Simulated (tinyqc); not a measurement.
Inside a calculation. Model: formation energy of a charged point defect from supercell energies. Computed by tinyqc, a small Python program that keeps every step. Command: `OMP_NUM_THREADS=1 python tinyqc.py 3025224 3025225 out.jsonl formation walk`. One thread of a shared host (Intel(R) Xeon(R) Processor @ 2.30GHz), about 0.01 s of CPU time with the checks. Intermediate numbers are printed to about 6 digits and carried at full precision; extremes and crossings named in words are read from the listed rows.

The host is a compound AB. Making the defect adds n_A = 0, n_B = -1, n_X = 1 atoms to the cell. All total energies are inputs. E_F is counted from the valence-band maximum (VBM); x = 0 is A-rich and x = 1 B-rich growth.

Inputs (values chosen for the exercise, with gap and screening modelled on 4H-SiC):
```
quantity,value,unit
gap E_g,3.28,eV
E_VBM of the host cell,5.939,eV
potential alignment dV,-0.051,eV
dielectric constant eps,9.36,-
cell length L,16.2,angstrom
mu_B of the pure element,-7.77,eV
formation enthalpy dH of AB,-1.53,eV
growth condition x,0.49,-
Fermi level E_F,2.64,eV
temperature T,800,K
site density N_s,4.8e+22,cm^-3
mu_X of the pure element,-4.807,eV
formation enthalpy of AX,-0.27,eV
```

Defect: impurity X on a B site. Supercell lattice: fcc.

charge states q: [2, 1, 0]

E(defect, q) - E(host), in the order of q (eV): [-8.549, -1.304, 5.854]

Constants: e^2/(4 pi eps_0) = 14.39964548 eV angstrom; k_B = 8.617333262e-05 eV/K.

## Chemical potentials

dmu_A = x dH and dmu_B = (1 - x) dH, so that dmu_A + dmu_B = dH; mu = mu(element) + dmu. The impurity is held at its solubility limit: dmu_X = min(0, dH(AX) - dmu_A). The reservoir term is sum n_i mu_i.

dmu_A = -0.7497 eV

dmu_B = -0.7803 eV

dmu_X = 0 eV

sum n_i mu_i = 3.7433 eV

Here the pure element X, not the compound, caps mu_X.

## Image-charge corrections

Image-charge correction of a point charge in a neutralising background: E_corr = q^2 alpha e^2/(4 pi eps_0) / (2 eps L), alpha = 2.888282 for a fcc array with L the cube root of the volume.

E_corr (eV): (q=+2) 0.548568, (q=+1) 0.137142, (q=0) 0.000000

## Formation energies at E_F = 0

E_f(q, E_F) = [E(defect, q) - E(host)] - sum n_i mu_i + q (E_VBM + dV + E_F) + E_corr(q).

E_f(q, 0) (eV): (q=+2) 0.03227, (q=+1) 0.97784, (q=0) 2.11070

## Transition levels and the lower envelope

eps(q/q') = [E_f(q', 0) - E_f(q, 0)]/(q - q'). U of state q is eps(q/q-1) - eps(q+1/q). The stable state at each E_F is the lowest line E_f(q, 0) + q E_F.

One-electron levels above the VBM (eV):
```
level,energy,U of the state between this level and the next
(+2/+1),0.94557,0.187284
(+1/0),1.13286,-
```

Stable states:
```
q,from E_F (eV),to E_F (eV)
+2,0.00000,0.94557
+1,0.94557,1.13286
0,1.13286,3.28000
```

Stable in the gap, from the VBM up: +2, +1, 0.

## The first and the last level

eps(q/q-1) = E_f(q - 1, 0) - E_f(q, 0).

level (+2/+1) = 0.945574 eV

level (+1/0) = 1.13286 eV

## Concentrations at the given E_F and T

E_f(q, E_F) = E_f(q, 0) + q E_F. c_q = N_s exp(-E_f(q, E_F)/k_B T), with all degeneracy factors one and no vibrational entropy.

Charge states:
```
q,E_f (eV),c_q (cm^-3),share
+2,5.31227,1.64220e-11,6.77655e-21
+1,3.61784,7.75961e-01,3.20201e-10
0,2.11070,2.42335e+09,1.00000e+00
```

lowest formation energy = 2.1107 eV

total concentration = 2.42335e+09 cm^-3

mean charge = 3.20201e-10 e

State 0 holds 100.0 % of the defects.

## Fermi level and growth conditions

Each entry is the lowest E_f over q.

Lowest formation energy (eV):
```
E_F (eV),stable q,"A-rich, x = 0",x = 0.5,"B-rich, x = 1"
0.00,+2,-0.44743,0.04757,0.81257
0.41,+2,0.37257,0.86757,1.63257
0.82,+2,1.19257,1.68757,2.45257
1.23,0,1.63100,2.12600,2.89100
1.64,0,1.63100,2.12600,2.89100
2.05,0,1.63100,2.12600,2.89100
2.46,0,1.63100,2.12600,2.89100
2.87,0,1.63100,2.12600,2.89100
3.28,0,1.63100,2.12600,2.89100
```

Going from A-rich to B-rich growth shifts every line by +1.260 eV and moves no transition level. The slope of the envelope is the stable charge, so E_f is highest in the rows from E_F = 1.23 to 3.28 eV, where the neutral state is stable: the defect forms most easily in p-type material. Under A-rich growth E_f turns negative for part of the gap, so in equilibrium E_F cannot enter that part.

## What the corrections do to the levels

Levels eps(q/q-1) with the terms q dV and E_corr left out or kept.

Levels above the VBM (eV):
```
level,raw,with alignment,with image charge,with both
(+2/+1),1.306,1.357,0.89457,0.94557
(+1/0),1.219,1.270,1.08186,1.13286
```

Alignment moves every level by -dV = +0.051 eV. The image term moves eps(q/q-1) by (1 - 2q) E_corr(1): (+2/+1) by -0.411, (+1/0) by -0.137 eV, donor levels down and acceptor levels up. It adds 2 E_corr(1) = 0.274 eV to every U, which turns an apparent negative U of the raw energies into a positive one.

Checks made by the program: envelope against a direct minimum on a grid (relative difference below 1e-10).
